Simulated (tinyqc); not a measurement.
Memristor with linear dopant drift, Biolek window: two steps of the calculation.

A film of thickness D has a doped share x: R = Ron x + Roff (1 - x), i = v/R, dx/dt = k i F with k = mv Ron/D^2 and F = 1 - x^(2 p) for i >= 0 and 1 - (x - 1)^(2 p) for i < 0. The drive is v = V0 sin(2 pi f t). The model has no threshold and no heating.

Values chosen for this exercise: resistance of the fully doped film Ron = 200 ohm; resistance of the undoped film Roff = 40000 ohm; film thickness D = 5 nm; dopant mobility mv = 1.1e-14 m^2/(V s); doped share at t = 0 x0 = 0.41; amplitude V0 = 0.7 V; window exponent p = 2; frequency f = 7.6 Hz.

Task 1. Rate constant, charge and flux scales. k = mv Ron/D^2; R0 = R(x0); without a window the film fills (x = 1) after the charge (1 - x0)/k and the flux (R0^2 - Ron^2)/(2 k (Roff - Ron)); half a period supplies the flux V0/(pi f).

Wanted: k; R0; charge to fill; flux to fill; flux of half a period.

Result 1.

k = 88000 1/C
R0 = 23682 ohm
charge to fill = 6.7045 uC
flux to fill = 0.080059 V s
flux of half a period = 0.029318 V s

Half a period supplies 36.6 % of the flux to fill.

Task 2. One Runge-Kutta step. Step h = 1/(16 f), from t = j h. With g(t, x) = dx/dt: k1 = g(t, x), k2 = g(t + h/2, x + h k1/2), k3 = g(t + h/2, x + h k2/2), k4 = g(t + h, x + h k3), x(new) = x + h (k1 + 2 k2 + 2 k3 + k4)/6.

x at step 2 = 0.42567440
j = 2

Give: k1..k4; x at step 3.

Result 2.

k1..k4 (1/s): [1.8270, 2.1712, 2.1756, 2.4482]
x at step 3 = 0.44345

Program tinyqc, `OMP_NUM_THREADS=1 python tinyqc.py 2880151 2880152 out.jsonl`; Intel Xeon 2.30GHz, shared host, one thread, about 0.2 s.
